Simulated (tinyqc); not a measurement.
Comparisons within one model: inversion layer as a triangular well, valleys of the Si type. A value that a table varies takes the place of the one given here.

Six ellipsoidal valleys with their long axes along the cube axes, mass ml along the axis and mt across it. For a valley whose axis makes the angle theta with the surface normal, 1/m_z = cos^2(theta)/ml + sin^2(theta)/mt sets the confinement; in the plane the masses are m_1 = mt and m_2 = ml mt/m_z, and m_d = sqrt(m_1 m_2).

The field is taken as constant, e F = 4 pi (e^2/4 pi eps0)(Nd + eta Ns)/eps, with 1e12/cm^2 = 1e-4/angstrom^2, and the oxide as a hard wall at z = 0; c = hbar^2/2m0.

Level j of a valley lies at E_j = a_j (c (e F)^2/m_z)^(1/3) above the band edge at the surface, with the Airy zeros a_j = 2.338107, 4.087949, 5.520560, 6.786708, 7.944134, 9.022651, 10.040174, 11.008524, 11.936016, 12.828777, and has <z> = 2 E_j/(3 e F).

Subband i holds n_i = g m_d/(2 pi c) kB T ln(1 + exp((EF - E_i)/kB T)) (spin included), and EF is fixed by sum n_i = Ns over the levels listed or, where none are listed, over j = 0 to 9 of each group; 1e12/cm^2 = 1e-4/angstrom^2.

Constants: hbar^2/2m0 = 3.80998211 eV angstrom^2; e^2/(4 pi eps0) = 14.39964547 eV angstrom; kB = 8.617333262e-05 eV/K.

Parameters, chosen for this exercise (near those of Si; not measured data):
```
symbol  value                                unit         meaning
ml      0.906                                m0           longitudinal mass
mt      0.186                                m0           transverse mass
eps     11.6                                              dielectric constant
Nd      0.46                                 x 1e12/cm^2  depletion charge
eta     0.75                                              share of Ns in the effective field
face    100                                               surface
T       300                                  K            temperature
Nss     (0.5, 1, 2, 4, 7, 10, 14)            x 1e12/cm^2  sheet densities
Ns      6.7                                  x 1e12/cm^2  electron sheet density
Xu      8.8                                  eV           uniaxial deformation potential
nu2     0.76                                              2 C12/C11
es      (-0.4, -0.2, 0, 0.2, 0.4, 0.8, 1.2)  %            biaxial strain in the plane
Vox     3.03                                 eV           barrier of an SiO2-like oxide
mox     0.45                                 m0           mass in the oxide
```

## Raising the sheet density

Valleys (masses in m0):
```
valleys g  cos^2(theta)      m_z      m_1      m_2      m_d
2               1.00000  0.90600  0.18600  0.18600  0.18600
4               0.00000  0.18600  0.18600  0.90600  0.41051
```

The field, the ladders and EF anew for each Ns.

Results:
```
Ns (1e12/cm^2)  F (MV/cm)  lowest E (eV)  next - lowest (meV)  EF - lowest (meV)  share of lowest (%)  <z> (angstrom)
0.5                 0.130         0.0450                 31.3              -81.3                 33.9            37.1
1.0                 0.189         0.0576                 40.1              -56.2                 43.2            29.9
2.0                 0.306         0.0795                 55.3              -28.6                 57.5            22.9
4.0                 0.540         0.1161                 80.7                2.6                 74.8            16.9
7.0                 0.891         0.1622                112.7               32.7                 86.9            13.3
10.0                1.242         0.2024                140.7               56.6                 92.2            11.5
14.0                1.710         0.2505                174.1               85.1                 95.5            10.1
```

Levels scale as F^(2/3): the field grows by 13.13 and the lowest level by 5.56. The layer thins from 37.1 to 10.1 angstrom. EF passes the lowest edge between 2 and 4 e12/cm^2. The share of the lowest subband rises throughout: the spacing grows faster than the band fills.

## Biaxial strain

Strain e in the plane raises the four primed valleys against the two unprimed ones by D = Xu (1 + nu2) e; the field is kept. m_c averages 1/mt (unprimed) and (1/mt + 1/ml)/2 (primed) over the electrons.

Results:
```
e (%)  D (meV)  0' - 0 (meV)  unprimed share (%)  m_c (m0)  <z> (angstrom)
-0.4     -62.0          47.8                50.7    0.2313            16.6
-0.2     -31.0          78.8                72.7    0.2086            14.8
0.0        0.0         109.7                88.1    0.1952            13.5
0.2       31.0         140.7                95.7    0.1892            12.9
0.4       62.0         171.7                98.6    0.1870            12.7
0.8      123.9         233.6                99.9    0.1861            12.6
1.2      185.9         295.6               100.0    0.1860            12.5
```

Without strain confinement alone splits the ladders by 110 meV and puts 88 % of the electrons into the two valleys that are light in the plane; under the largest tension the share is 100.0 %. m_c is 0.195 m0 without strain and 0.186 m0 there; moving all electrons can gain at most 5 % in 1/m_c. The ladders cross at e = -0.71 %, beyond the table.

## Surface orientation

The same densities on four faces. m_c is the conductivity mass averaged over directions in the plane: 1/m_c = sum n_i (1/m_1 + 1/m_2)/2 / Ns.

Results:
```
face   valleys of lowest  lowest E (eV)  EF (eV)  share of lowest (%)  <z> (angstrom)  m_c (m0)
(100)                  2         0.1579   0.1880                 86.1            13.5     0.195
(110)                  4         0.2261   0.2094                 86.6            18.1     0.281
(111)                  6         0.2415   0.2137                 99.9            18.8     0.291
(211)                  2         0.2081   0.2081                 62.9            17.6     0.273
```

The lowest level is deepest on (100), where a valley axis lies closest to the normal, and the lightest conductivity mass is on (100) (0.195 m0, against 0.291 m0 on (111)). EF, counted from the band edge at the surface, is lowest on (100) and spans 26 meV.

## Four estimates of the lowest level

WKB: E = (c/m_z)^(1/3) (3 pi e F/2 x 3/4)^(2/3), <z> = 2E/(3 e F). Fang-Howard: psi = z exp(-b z/2) up to a norm, E = c b^2/(4 m_z) + 3 e F/b at its minimum b^3 = 6 e F m_z/c, <z> = 3/b. Finite barrier: flat height Vox and mass mox for z < 0, finite differences with psi and psi'/m continuous, cells of 0.05 angstrom from -15 to 300 angstrom. The last column is measured against Airy.

Lowest level:
```
method                E (eV)  <z> (angstrom)  E - Airy (meV)
Airy, hard wall       0.1579           12.30             0.0
WKB, hard wall        0.1567           12.21            -1.2
Fang-Howard           0.1672           13.03             9.3
finite oxide barrier  0.1507           11.45            -7.2
```

b = 0.2303 1/angstrom
probability in the oxide = 0.0012

WKB is off by -0.8 % and the variational function by +5.9 %, above the exact value as it must be; both ratios are independent of field and mass. The finite barrier lowers the level by 7.2 meV and brings the charge 0.9 angstrom closer; in energy that is less than the Fang-Howard error (9.3 meV).

## What each parameter does

Field, ladders and EF anew. Each row changes one parameter from the base and keeps the others.

Results:
```
case                   lowest E (eV)  EF (eV)  share of lowest (%)  <z> (angstrom)
base                          0.1579   0.1880                 86.1           13.51
Ns = 3.35 x 1e12/cm^2         0.1049   0.0991                 70.4           18.31
Nd = 0.92 x 1e12/cm^2         0.1666   0.1980                 88.4           12.95
T = 360 K                     0.1579   0.1792                 78.8           14.15
ml = 0.997 m0                 0.1529   0.1836                 87.1           13.07
mt = 0.205 m0                 0.1579   0.1824                 84.3           13.57
eps = 10.4                    0.1698   0.2016                 89.2           12.76
```

The largest shifts from the base row, up to three for each result and ties (the steps differ in size, so this ranks the rows, not the parameters). lowest E (eV): Ns -0.0529, eps +0.0119, Nd +0.0087; unchanged at the printed digits by T and mt. EF (eV): Ns -0.0889, eps +0.0137, Nd +0.0100. share of lowest (%): Ns -15.7, T -7.3, eps +3.1. <z> (angstrom): Ns +4.80, eps -0.74, T +0.64.

Computed by tinyqc, a small Python program: `OMP_NUM_THREADS=1 python tinyqc.py 1251105 1251106 out.jsonl` (the numbers bound the seed that draws the inputs); one thread of a shared host (Intel(R) Xeon(R) Processor @ 2.30GHz), about 0.02 s for the whole set of steps.
